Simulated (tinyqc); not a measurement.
CIS and TDHF on RHF in the sto-6g basis, for BeH2, spin multiplicity 1, step by step. One step of it, computed by the program tinyqc.

Task: CIS triplet states. Diagonalise A (1 hartree = 27.211386 eV); each vector has its largest component positive (the first on a tie).

CIS matrix A, triplet (hartree), lower triangle:
```
           1>4       1>5        1>6        1>7        2>4       2>5        2>6        2>7
1>4   4.246805
1>5   0.000000  4.246809
1>6  -0.005415  0.000000   4.471846
1>7   0.000000  0.000000   0.000000   4.713438
2>4   0.006711  0.000000  -0.000120   0.000000   0.269210
2>5   0.000000  0.006698   0.000000   0.000000   0.000000  0.269391
2>6  -0.000120  0.000000   0.007096   0.000000  -0.000254  0.000000   0.366418
2>7   0.000000  0.000000   0.000000   0.006729   0.000000  0.000000   0.000000   0.659503
3>4   0.000000  0.000000   0.000000   0.000595   0.000000  0.000000   0.000000   0.007227
3>5   0.000000  0.000000   0.000000   0.000000   0.000000  0.000000   0.000000   0.000000
3>6   0.000000  0.000000   0.000000  -0.009481   0.000000  0.000000   0.000000  -0.138753
3>7   0.000595  0.000000  -0.009481   0.000000   0.007227  0.000000  -0.138753   0.000000

          3>4       3>5       3>6       3>7
3>4  0.245859
3>5  0.000000  0.246151
3>6  0.001578  0.000000  0.312767
3>7  0.000000  0.000000  0.000000  0.601300
```

Give: triplet excitation energies; lowest vectors.

Result:

triplet excitation energies (eV): 6.6663  6.6981  7.2072  7.3158  7.3302  8.2263  18.1151  19.2726  115.5582  115.5619  121.6897  128.2601

lowest vectors:
```
     state 1  state 2  state 3  state 4  state 5  state 6
1>4   0.0000   0.0000   0.0000  -0.0017   0.0000  -0.0002
1>5   0.0000   0.0000   0.0000   0.0000  -0.0017   0.0000
1>6   0.0000   0.0000   0.0000   0.0000   0.0000  -0.0006
1>7  -0.0004   0.0000   0.0015   0.0000   0.0000   0.0000
2>4   0.0000   0.0000   0.0000   0.9963   0.0000   0.0842
2>5   0.0000   0.0000   0.0000   0.0000   1.0000   0.0000
2>6   0.0000   0.0000   0.0000  -0.0694   0.0000   0.9046
2>7  -0.0786   0.0000   0.3218   0.0000   0.0000   0.0000
3>4   0.9798   0.0000   0.1993   0.0000   0.0000   0.0000
3>5   0.0000   1.0000   0.0000   0.0000   0.0000   0.0000
3>6  -0.1837   0.0000   0.9256   0.0000   0.0000   0.0000
3>7   0.0000   0.0000   0.0000  -0.0506   0.0000   0.4178
```
